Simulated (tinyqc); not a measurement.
RHF in the sto-3g basis, for BeH+, spin multiplicity 1, step by step (part 1 of 2). Computed by tinyqc, a small Python program that keeps every step (integrals from PySCF). Settings: charge = 1, multiplicity = 1, basis = sto-3g, energy threshold = 1e-09, iteration cap = 52, orthogonalisation = canonical, start = random, DIIS depth = 8, method = RHF. Command: `OMP_NUM_THREADS=1 python tinyqc.py 21297 21298 out.jsonl` (the two numbers bound the seeds that draw the settings). One thread of a shared host (Intel(R) Xeon(R) Processor @ 2.60GHz), about 0.07 s of CPU time with the checks. Later iterations appear only in the table of the cycle.

## One-electron integrals

Geometry (angstrom):
```
atom         x         y         z
Be    0.000000  0.000000  0.000000
H     0.000000  0.000000  1.568000
```

Basis sto-3g: exponents (1/bohr^2) and contraction coefficients of normalised primitives:
```
element  l (shell)   exponent  coefficient
Be           s (1)  30.167871     0.154329
Be           s (1)   5.495115     0.535328
Be           s (1)   1.487193     0.444635
Be           s (2)   1.314833    -0.099967
Be           s (2)   0.305539     0.399513
Be           s (2)   0.099371     0.700115
Be           p (3)   1.314833     0.155916
Be           p (3)   0.305539     0.607684
Be           p (3)   0.099371     0.391957
H            s (1)   3.425251     0.154329
H            s (1)   0.623914     0.535328
H            s (1)   0.168855     0.444635
```

Overlap, kinetic and nuclear-attraction integrals over the contracted functions; the nuclear repulsion is the sum of Za Zb / Rab.

nuclear repulsion = 1.34994186 hartree

overlap S, order 1Be 1s, 1Be 2s, 1Be 2px, 1Be 2py, 1Be 2pz, 2H 1s:
$$\begin{pmatrix}
1.000000 & 0.259517 & 0.000000 & 0.000000 & 0.000000 & 0.042117 \\
0.259517 & 1.000000 & 0.000000 & 0.000000 & 0.000000 & 0.371450 \\
0.000000 & 0.000000 & 1.000000 & 0.000000 & 0.000000 & 0.000000 \\
0.000000 & 0.000000 & 0.000000 & 1.000000 & 0.000000 & 0.000000 \\
0.000000 & 0.000000 & 0.000000 & 0.000000 & 1.000000 & 0.454609 \\
0.042117 & 0.371450 & 0.000000 & 0.000000 & 0.454609 & 1.000000
\end{pmatrix}$$

kinetic energy T (hartree), order 1Be 1s, 1Be 2s, 1Be 2px, 1Be 2py, 1Be 2pz, 2H 1s:
$$\begin{pmatrix}
6.693975 & -0.033012 & 0.000000 & 0.000000 & 0.000000 & -0.011738 \\
-0.033012 & 0.211111 & 0.000000 & 0.000000 & 0.000000 & 0.038717 \\
0.000000 & 0.000000 & 0.660592 & 0.000000 & 0.000000 & 0.000000 \\
0.000000 & 0.000000 & 0.000000 & 0.660592 & 0.000000 & 0.000000 \\
0.000000 & 0.000000 & 0.000000 & 0.000000 & 0.660592 & 0.124986 \\
-0.011738 & 0.038717 & 0.000000 & 0.000000 & 0.124986 & 0.760032
\end{pmatrix}$$

nuclear attraction V (hartree), order 1Be 1s, 1Be 2s, 1Be 2px, 1Be 2py, 1Be 2pz, 2H 1s:
$$\begin{pmatrix}
-14.898578 & -1.986829 & 0.000000 & 0.000000 & -0.013146 & -0.322035 \\
-1.986829 & -2.639327 & 0.000000 & 0.000000 & -0.122205 & -0.934457 \\
0.000000 & 0.000000 & -2.590344 & 0.000000 & 0.000000 & 0.000000 \\
0.000000 & 0.000000 & 0.000000 & -2.590344 & 0.000000 & 0.000000 \\
-0.013146 & -0.122205 & 0.000000 & 0.000000 & -2.681739 & -1.122748 \\
-0.322035 & -0.934457 & 0.000000 & 0.000000 & -1.122748 & -2.572491
\end{pmatrix}$$

core Hamiltonian H = T + V (hartree), order 1Be 1s, 1Be 2s, 1Be 2px, 1Be 2py, 1Be 2pz, 2H 1s:
$$\begin{pmatrix}
-8.204603 & -2.019841 & 0.000000 & 0.000000 & -0.013146 & -0.333773 \\
-2.019841 & -2.428216 & 0.000000 & 0.000000 & -0.122205 & -0.895740 \\
0.000000 & 0.000000 & -1.929752 & 0.000000 & 0.000000 & 0.000000 \\
0.000000 & 0.000000 & 0.000000 & -1.929752 & 0.000000 & 0.000000 \\
-0.013146 & -0.122205 & 0.000000 & 0.000000 & -2.021147 & -0.997762 \\
-0.333773 & -0.895740 & 0.000000 & 0.000000 & -0.997762 & -1.812460
\end{pmatrix}$$

## Two-electron integrals

Functions are numbered as in S; the eight-fold symmetry (ij|kl) = (ji|kl) = (kl|ij) leaves the list below.

Two-electron integrals (ij|kl) in chemists' order, unique and non-zero (hartree):
```
(11|11) 2.298831   (21|11) 0.392036   (21|21) 0.079539   (22|11) 0.570988
(22|21) 0.143041   (22|22) 0.417683   (31|31) 0.014607   (32|31) 0.021888
(32|32) 0.092265   (33|11) 0.569578   (33|21) 0.143083   (33|22) 0.417589
(33|33) 0.449859   (41|41) 0.014607   (42|41) 0.021888   (42|42) 0.092265
(43|43) 0.024249   (44|11) 0.569578   (44|21) 0.143083   (44|22) 0.417589
(44|33) 0.401360   (44|44) 0.449859   (51|51) 0.014607   (52|51) 0.021888
(52|52) 0.092265   (53|53) 0.024249   (54|54) 0.024249   (55|11) 0.569578
(55|21) 0.143083   (55|22) 0.417589   (55|33) 0.401360   (55|44) 0.401360
(55|55) 0.449859   (61|11) 0.062805   (61|21) 0.012735   (61|22) 0.023105
(61|33) 0.022947   (61|44) 0.022947   (61|51) 0.001120   (61|52) 0.002121
(61|55) 0.023433   (61|61) 0.002137   (62|11) 0.167086   (62|21) 0.042549
(62|22) 0.137329   (62|33) 0.131948   (62|44) 0.131948   (62|51) 0.005538
(62|52) 0.035344   (62|55) 0.147964   (62|61) 0.007538   (62|62) 0.070004
(63|31) 0.003707   (63|32) 0.017828   (63|53) 0.005958   (63|63) 0.006032
(64|41) 0.003707   (64|42) 0.017828   (64|54) 0.005958   (64|64) 0.006032
(65|11) 0.184925   (65|21) 0.047630   (65|22) 0.161007   (65|33) 0.151497
(65|44) 0.151497   (65|51) 0.008912   (65|52) 0.054702   (65|55) 0.179861
(65|61) 0.008773   (65|62) 0.092902   (65|65) 0.126643   (66|11) 0.336261
(66|21) 0.087098   (66|22) 0.316056   (66|33) 0.293521   (66|44) 0.293521
(66|51) 0.012636   (66|52) 0.106236   (66|55) 0.360841   (66|61) 0.015736
(66|62) 0.208878   (66|65) 0.293054   (66|66) 0.774606
```

## Orthogonalisation

S = U s U^T; canonical form X = U s^(-1/2), so that X^T S X = 1. Each column of U has its largest component positive (the first on a tie).

eigenvalues of S: [0.398505, 0.795306, 1.000000, 1.000000, 1.180755, 1.625434]

X, order 1Be 1s, 1Be 2s, 1Be 2px, 1Be 2py, 1Be 2pz, 2H 1s:
$$\begin{pmatrix}
0.260723 & 0.783397 & 0.000000 & 0.000000 & 0.596821 & 0.198808 \\
-0.779606 & -0.581042 & 0.000000 & 0.000000 & 0.447981 & 0.394002 \\
0.000000 & 0.000000 & 0.976064 & -0.217485 & 0.000000 & 0.000000 \\
0.000000 & 0.000000 & 0.217485 & 0.976064 & 0.000000 & 0.000000 \\
-0.816470 & 0.504447 & 0.000000 & 0.000000 & -0.500441 & 0.381249 \\
1.080273 & -0.227134 & 0.000000 & 0.000000 & -0.198978 & 0.524507
\end{pmatrix}$$

Within a degenerate level the vectors are fixed only up to a rotation; this is one choice.

## Starting guess

The start is random orthonormal orbitals; D = 2 C_occ C_occ^T.

D at the start, order 1Be 1s, 1Be 2s, 1Be 2px, 1Be 2py, 1Be 2pz, 2H 1s:
$$\begin{pmatrix}
0.679344 & -0.822489 & -0.296121 & 0.224517 & 0.610404 & 0.003317 \\
-0.822489 & 1.474376 & -0.012549 & -0.202745 & -0.432570 & -1.090702 \\
-0.296121 & -0.012549 & 0.416783 & -0.151427 & -0.503679 & 0.841116 \\
0.224517 & -0.202745 & -0.151427 & 0.084172 & 0.245968 & -0.155761 \\
0.610404 & -0.432570 & -0.503679 & 0.245968 & 0.744694 & -0.692868 \\
0.003317 & -1.090702 & 0.841116 & -0.155761 & -0.692868 & 2.467502
\end{pmatrix}$$

## Iteration 1: building the Fock matrix

J_ij = sum D_kl (ij|kl), K_ij = sum D_kl (ik|jl); F = H + J - 0.5 K; E = tr D H + tr D J / 2 - 0.25 tr D K + E_nn.

Coulomb J (hartree), order 1Be 1s, 1Be 2s, 1Be 2px, 1Be 2py, 1Be 2pz, 2H 1s:
$$\begin{pmatrix}
2.677554 & 0.580795 & -0.002964 & -0.003471 & 0.005653 & 0.094502 \\
0.580795 & 1.545930 & 0.014712 & -0.033138 & 0.056149 & 0.632475 \\
-0.002964 & 0.014712 & 1.514070 & -0.007344 & -0.014406 & 0.001502 \\
-0.003471 & -0.033138 & -0.007344 & 1.497939 & 0.010073 & -0.004513 \\
0.005653 & 0.056149 & -0.014406 & 0.010073 & 1.621848 & 0.803071 \\
0.094502 & 0.632475 & 0.001502 & -0.004513 & 0.803071 & 1.940127
\end{pmatrix}$$

exchange K (hartree), order 1Be 1s, 1Be 2s, 1Be 2px, 1Be 2py, 1Be 2pz, 2H 1s:
$$\begin{pmatrix}
1.028627 & -0.088283 & -0.152640 & 0.093561 & 0.230818 & -0.021547 \\
-0.088283 & 0.373956 & 0.070730 & -0.089661 & -0.245016 & 0.108895 \\
-0.152640 & 0.070730 & 0.285305 & -0.064449 & -0.081933 & 0.162879 \\
0.093561 & -0.089661 & -0.064449 & 0.143742 & 0.080161 & -0.032312 \\
0.230818 & -0.245016 & -0.081933 & 0.080161 & 0.401088 & 0.283794 \\
-0.021547 & 0.108895 & 0.162879 & -0.032312 & 0.283794 & 1.169637
\end{pmatrix}$$

Fock matrix F (hartree), order 1Be 1s, 1Be 2s, 1Be 2px, 1Be 2py, 1Be 2pz, 2H 1s:
$$\begin{pmatrix}
-6.041362 & -1.394905 & 0.073356 & -0.050252 & -0.122902 & -0.228498 \\
-1.394905 & -1.069264 & -0.020652 & 0.011693 & 0.056453 & -0.317712 \\
0.073356 & -0.020652 & -0.558335 & 0.024880 & 0.026561 & -0.079938 \\
-0.050252 & 0.011693 & 0.024880 & -0.503685 & -0.030007 & 0.011643 \\
-0.122902 & 0.056453 & 0.026561 & -0.030007 & -0.599843 & -0.336588 \\
-0.228498 & -0.317712 & -0.079938 & 0.011643 & -0.336588 & -0.457151
\end{pmatrix}$$

total energy of this density = -5.59280012 hartree

## Iteration 1: diagonalisation and new density

Diagonalise F' = X^T F X, C = X C', fill 2 alpha and 2 beta electrons from the bottom; D = 2 C_occ C_occ^T. Each column has its largest component positive (the first on a tie).

F' = X^T F X (hartree):
$$\begin{pmatrix}
-0.302480 & -0.511329 & -0.067839 & 0.030341 & -0.361269 & -0.091428 \\
-0.511329 & -3.030626 & 0.084697 & -0.084383 & -2.323278 & -1.094983 \\
-0.067839 & 0.084697 & -0.545187 & 0.034128 & 0.033632 & -0.027079 \\
0.030341 & -0.084383 & 0.034128 & -0.516833 & -0.019842 & -0.004946 \\
-0.361269 & -2.323278 & 0.033632 & -0.019842 & -3.188730 & -1.211218 \\
-0.091428 & -1.094983 & -0.027079 & -0.004946 & -1.211218 & -1.151505
\end{pmatrix}$$

orbital energies (hartree): MO1 -6.051970, MO2 -0.843567, MO3 -0.610821, MO4 -0.574775, MO5 -0.490788, MO6 -0.163440

coefficients C, order 1Be 1s, 1Be 2s, 1Be 2px, 1Be 2py, 1Be 2pz, 2H 1s:
$$\begin{pmatrix}
1.008079 & -0.203094 & -0.033801 & 0.108772 & 0.000143 & 0.083434 \\
-0.034415 & 0.950707 & 0.048294 & -0.387451 & 0.000451 & -0.493804 \\
-0.013809 & 0.159527 & 0.482676 & 0.760126 & 0.324963 & -0.240816 \\
0.009408 & -0.104958 & -0.025290 & -0.340308 & 0.931944 & 0.062662 \\
0.024903 & -0.350631 & 0.560657 & -0.472948 & -0.143662 & -0.796659 \\
-0.003847 & -0.011945 & 0.451844 & 0.093186 & -0.032246 & 1.148580
\end{pmatrix}$$

D after iteration 1, order 1Be 1s, 1Be 2s, 1Be 2px, 1Be 2py, 1Be 2pz, 2H 1s:
$$\begin{pmatrix}
2.114942 & -0.455553 & -0.092640 & 0.061600 & 0.192631 & -0.002905 \\
-0.455553 & 1.810056 & 0.304278 & -0.200217 & -0.668408 & -0.022447 \\
-0.092640 & 0.304278 & 0.051279 & -0.033747 & -0.112558 & -0.003705 \\
0.061600 & -0.200217 & -0.033747 & 0.022210 & 0.074072 & 0.002435 \\
0.192631 & -0.668408 & -0.112558 & 0.074072 & 0.247124 & 0.008185 \\
-0.002905 & -0.022447 & -0.003705 & 0.002435 & 0.008185 & 0.000315
\end{pmatrix}$$

## Iteration 2: building the Fock matrix

As before.

Coulomb J (hartree), order 1Be 1s, 1Be 2s, 1Be 2px, 1Be 2py, 1Be 2pz, 2H 1s:
$$\begin{pmatrix}
5.716109 & 1.060276 & 0.010586 & -0.006947 & -0.023738 & 0.167917 \\
1.060276 & 1.963632 & 0.051961 & -0.034163 & -0.115579 & 0.562731 \\
0.010586 & 0.051961 & 1.957805 & -0.001637 & -0.005503 & 0.008777 \\
-0.006947 & -0.034163 & -0.001637 & 1.956395 & 0.003621 & -0.005770 \\
-0.023738 & -0.115579 & -0.005503 & 0.003621 & 1.967067 & 0.622972 \\
0.167917 & 0.562731 & 0.008777 & -0.005770 & 0.622972 & 1.173063
\end{pmatrix}$$

exchange K (hartree), order 1Be 1s, 1Be 2s, 1Be 2px, 1Be 2py, 1Be 2pz, 2H 1s:
$$\begin{pmatrix}
4.652442 & 0.796784 & -0.004020 & 0.003021 & 0.000875 & 0.127775 \\
0.796784 & 0.817694 & 0.139299 & -0.091555 & -0.311886 & 0.131524 \\
-0.004020 & 0.139299 & 0.206832 & -0.014363 & -0.048489 & 0.024272 \\
0.003021 & -0.091555 & -0.014363 & 0.194459 & 0.031909 & -0.015954 \\
0.000875 & -0.311886 & -0.048489 & 0.031909 & 0.291384 & -0.021943 \\
0.127775 & 0.131524 & 0.024272 & -0.015954 & -0.021943 & 0.030862
\end{pmatrix}$$

Fock matrix F (hartree), order 1Be 1s, 1Be 2s, 1Be 2px, 1Be 2py, 1Be 2pz, 2H 1s:
$$\begin{pmatrix}
-4.814714 & -1.357958 & 0.012597 & -0.008457 & -0.037321 & -0.229743 \\
-1.357958 & -0.873431 & -0.017689 & 0.011615 & -0.081841 & -0.398770 \\
0.012597 & -0.017689 & -0.075363 & 0.005545 & 0.018741 & -0.003359 \\
-0.008457 & 0.011615 & 0.005545 & -0.070586 & -0.012333 & 0.002206 \\
-0.037321 & -0.081841 & 0.018741 & -0.012333 & -0.199772 & -0.363818 \\
-0.229743 & -0.398770 & -0.003359 & 0.002206 & -0.363818 & -0.654827
\end{pmatrix}$$

total energy of this density = -14.08173519 hartree

## Iteration 2: DIIS over 2 matrices

error matrix X^T (FDS - SDF) X:
$$\begin{pmatrix}
0.000000 & -0.031780 & 0.023459 & -0.024481 & 0.121226 & -0.005103 \\
0.031780 & 0.000000 & 0.039108 & -0.042322 & 0.058239 & -0.189734 \\
-0.023459 & -0.039108 & 0.000000 & 0.000000 & 0.002247 & 0.047872 \\
0.024481 & 0.042322 & 0.000000 & 0.000000 & 0.000019 & -0.048293 \\
-0.121226 & -0.058239 & -0.002247 & -0.000019 & 0.000000 & 0.220855 \\
0.005103 & 0.189734 & -0.047872 & 0.048293 & -0.220855 & 0.000000
\end{pmatrix}$$

B (overlaps of the stored error matrices):
$$\begin{pmatrix}
3.5971703e+01 & -6.8260159e-02 \\
-6.8260159e-02 & 2.2599764e-01
\end{pmatrix}$$

Minimise |sum c_i e_i|^2 with sum c_i = 1: solve [B -1; -1 0][c; lambda] = [0; -1] with B_ij = tr e_i^T e_j, and take F = sum c_i F_i.

DIIS coefficients: [0.008099, 0.991901]

extrapolated F (hartree), order 1Be 1s, 1Be 2s, 1Be 2px, 1Be 2py, 1Be 2pz, 2H 1s:
$$\begin{pmatrix}
-4.824649 & -1.358257 & 0.013089 & -0.008796 & -0.038014 & -0.229733 \\
-1.358257 & -0.875017 & -0.017713 & 0.011615 & -0.080721 & -0.398114 \\
0.013089 & -0.017713 & -0.079274 & 0.005701 & 0.018805 & -0.003979 \\
-0.008796 & 0.011615 & 0.005701 & -0.074094 & -0.012476 & 0.002283 \\
-0.038014 & -0.080721 & 0.018805 & -0.012476 & -0.203012 & -0.363597 \\
-0.229733 & -0.398114 & -0.003979 & 0.002283 & -0.363597 & -0.653226
\end{pmatrix}$$

## Iteration 2: diagonalisation and new density

As before.

F' = X^T F X (hartree):
$$\begin{pmatrix}
-0.109285 & -0.356822 & -0.002089 & 0.001801 & -0.145950 & -0.246345 \\
-0.356822 & -2.027923 & 0.025747 & -0.026690 & -1.993578 & -0.779770 \\
-0.002089 & 0.025747 & -0.076609 & 0.006262 & -0.007284 & 0.000529 \\
0.001801 & -0.026690 & 0.006262 & -0.076760 & 0.007507 & -0.000867 \\
-0.145950 & -1.993578 & -0.007284 & 0.007507 & -2.585097 & -1.065233 \\
-0.246345 & -0.779770 & 0.000529 & -0.000867 & -1.065233 & -1.136415
\end{pmatrix}$$

orbital energies (hartree): MO1 -4.828099, MO2 -0.698985, MO3 -0.389745, MO4 -0.083031, MO5 -0.070421, MO6 0.058193

coefficients C, order 1Be 1s, 1Be 2s, 1Be 2px, 1Be 2py, 1Be 2pz, 2H 1s:
$$\begin{pmatrix}
0.992241 & -0.156784 & -0.247301 & 0.038973 & -0.000524 & -0.074876 \\
0.029877 & 0.423429 & 0.979700 & -0.148343 & 0.001875 & 0.373249 \\
-0.002682 & 0.016414 & 0.073177 & 0.830387 & 0.539606 & 0.116834 \\
0.001803 & -0.010410 & -0.048818 & -0.531915 & 0.841916 & -0.075829 \\
0.012301 & 0.122527 & -0.222422 & -0.139360 & 0.000550 & 1.110327 \\
-0.009113 & 0.719786 & -0.585946 & 0.151802 & -0.001692 & -0.805435
\end{pmatrix}$$

D after iteration 2, order 1Be 1s, 1Be 2s, 1Be 2px, 1Be 2py, 1Be 2pz, 2H 1s:
$$\begin{pmatrix}
2.018246 & -0.073484 & -0.010469 & 0.006842 & -0.014010 & -0.243786 \\
-0.073484 & 0.360370 & 0.013740 & -0.008708 & 0.104498 & 0.609013 \\
-0.010469 & 0.013740 & 0.000553 & -0.000351 & 0.003956 & 0.023678 \\
0.006842 & -0.008708 & -0.000351 & 0.000223 & -0.002507 & -0.015019 \\
-0.014010 & 0.104498 & 0.003956 & -0.002507 & 0.030328 & 0.176162 \\
-0.243786 & 0.609013 & 0.023678 & -0.015019 & 0.176162 & 1.036350
\end{pmatrix}$$

## Iteration 3: building the Fock matrix

As before.

Coulomb J (hartree), order 1Be 1s, 1Be 2s, 1Be 2px, 1Be 2py, 1Be 2pz, 2H 1s:
$$\begin{pmatrix}
5.392003 & 0.988196 & 0.000471 & -0.000293 & 0.026600 & 0.161888 \\
0.988196 & 1.835158 & 0.002921 & -0.001843 & 0.190056 & 0.723072 \\
0.000471 & 0.002921 & 1.798612 & -0.000017 & 0.000474 & 0.000745 \\
-0.000293 & -0.001843 & -0.000017 & 1.798596 & -0.000301 & -0.000471 \\
0.026600 & 0.190056 & 0.000474 & -0.000301 & 1.899088 & 0.898207 \\
0.161888 & 0.723072 & 0.000745 & -0.000471 & 0.898207 & 1.965535
\end{pmatrix}$$

exchange K (hartree), order 1Be 1s, 1Be 2s, 1Be 2px, 1Be 2py, 1Be 2pz, 2H 1s:
$$\begin{pmatrix}
4.598605 & 0.800958 & -0.003218 & 0.002160 & 0.008789 & 0.127314 \\
0.800958 & 0.524422 & 0.008825 & -0.005561 & 0.289567 & 0.555458 \\
-0.003218 & 0.008825 & 0.088760 & -0.000150 & 0.005412 & 0.009494 \\
0.002160 & -0.005561 & -0.000150 & 0.088619 & -0.003432 & -0.006016 \\
0.008789 & 0.289567 & 0.005412 & -0.003432 & 0.330074 & 0.546261 \\
0.127314 & 0.555458 & 0.009494 & -0.006016 & 0.546261 & 1.204208
\end{pmatrix}$$

Fock matrix F (hartree), order 1Be 1s, 1Be 2s, 1Be 2px, 1Be 2py, 1Be 2pz, 2H 1s:
$$\begin{pmatrix}
-5.111902 & -1.432124 & 0.002080 & -0.001373 & 0.009060 & -0.235542 \\
-1.432124 & -0.855269 & -0.001491 & 0.000937 & -0.076933 & -0.450397 \\
0.002080 & -0.001491 & -0.175520 & 0.000058 & -0.002232 & -0.004002 \\
-0.001373 & 0.000937 & 0.000058 & -0.175466 & 0.001415 & 0.002537 \\
0.009060 & -0.076933 & -0.002232 & 0.001415 & -0.287096 & -0.372685 \\
-0.235542 & -0.450397 & -0.004002 & 0.002537 & -0.372685 & -0.449029
\end{pmatrix}$$

total energy of this density = -14.57708711 hartree

## Iteration 3: DIIS over 3 matrices

error matrix X^T (FDS - SDF) X:
$$\begin{pmatrix}
0.000000 & -0.176766 & 0.005558 & -0.005651 & -0.095868 & 0.265257 \\
0.176766 & 0.000000 & 0.013595 & -0.014217 & 0.047036 & -0.011649 \\
-0.005558 & -0.013595 & 0.000000 & 0.000000 & -0.013941 & -0.000831 \\
0.005651 & 0.014217 & 0.000000 & 0.000000 & 0.014681 & 0.001196 \\
0.095868 & -0.047036 & 0.013941 & -0.014681 & 0.000000 & -0.057051 \\
-0.265257 & 0.011649 & 0.000831 & -0.001196 & 0.057051 & 0.000000
\end{pmatrix}$$

B (overlaps of the stored error matrices):
$$\begin{pmatrix}
3.5971703e+01 & -6.8260159e-02 & 7.1178824e-01 \\
-6.8260159e-02 & 2.2599764e-01 & -2.7469448e-02 \\
7.1178824e-01 & -2.7469448e-02 & 2.3452587e-01
\end{pmatrix}$$

As before.

DIIS coefficients: [-0.006245, 0.501996, 0.504248]

extrapolated F (hartree), order 1Be 1s, 1Be 2s, 1Be 2px, 1Be 2py, 1Be 2pz, 2H 1s:
$$\begin{pmatrix}
-4.956911 & -1.395125 & 0.006914 & -0.004624 & -0.013399 & -0.232675 \\
-1.395125 & -0.863050 & -0.009503 & 0.006230 & -0.080229 & -0.425309 \\
0.006914 & -0.009503 & -0.122851 & 0.002657 & 0.008117 & -0.003205 \\
-0.004624 & 0.006230 & 0.002657 & -0.120767 & -0.005290 & 0.002314 \\
-0.013399 & -0.080229 & 0.008117 & -0.005290 & -0.241306 & -0.368459 \\
-0.232675 & -0.425309 & -0.003205 & 0.002314 & -0.368459 & -0.552288
\end{pmatrix}$$

## Iteration 3: diagonalisation and new density

As before.

F' = X^T F X (hartree):
$$\begin{pmatrix}
0.039124 & -0.365386 & -0.000693 & 0.000929 & -0.227685 & -0.189098 \\
-0.365386 & -2.061877 & 0.013113 & -0.013615 & -2.046027 & -0.811030 \\
-0.000693 & 0.013113 & -0.121624 & 0.002848 & -0.002987 & -0.000774 \\
0.000929 & -0.013615 & 0.002848 & -0.121994 & 0.002938 & 0.000923 \\
-0.227685 & -2.046027 & -0.002987 & 0.002938 & -2.665461 & -1.094274 \\
-0.189098 & -0.811030 & -0.000774 & 0.000923 & -1.094274 & -1.133277
\end{pmatrix}$$

orbital energies (hartree): MO1 -4.959945, MO2 -0.670314, MO3 -0.318702, MO4 -0.123680, MO5 -0.118954, MO6 0.126485

coefficients C, order 1Be 1s, 1Be 2s, 1Be 2px, 1Be 2py, 1Be 2pz, 2H 1s:
$$\begin{pmatrix}
0.992553 & -0.184320 & -0.213705 & 0.022966 & 0.000493 & -0.109884 \\
0.028429 & 0.545385 & 0.835189 & -0.083745 & -0.001823 & 0.546361 \\
-0.001377 & 0.012589 & 0.060823 & 0.820566 & 0.567731 & 0.022197 \\
0.000922 & -0.008528 & -0.039469 & -0.566092 & 0.823211 & -0.015223 \\
0.005814 & 0.184359 & -0.471336 & 0.003660 & 0.000866 & 1.029898 \\
-0.006276 & 0.595539 & -0.446921 & 0.050077 & 0.000913 & -0.988093
\end{pmatrix}$$

D after iteration 3, order 1Be 1s, 1Be 2s, 1Be 2px, 1Be 2py, 1Be 2pz, 2H 1s:
$$\begin{pmatrix}
2.038268 & -0.144616 & -0.007375 & 0.004974 & -0.056420 & -0.231997 \\
-0.144616 & 0.596506 & 0.013654 & -0.009250 & 0.201424 & 0.649239 \\
-0.007375 & 0.013654 & 0.000321 & -0.000217 & 0.004626 & 0.015012 \\
0.004974 & -0.009250 & -0.000217 & 0.000147 & -0.003134 & -0.010169 \\
-0.056420 & 0.201424 & 0.004626 & -0.003134 & 0.068044 & 0.219513 \\
-0.231997 & 0.649239 & 0.015012 & -0.010169 & 0.219513 & 0.709412
\end{pmatrix}$$
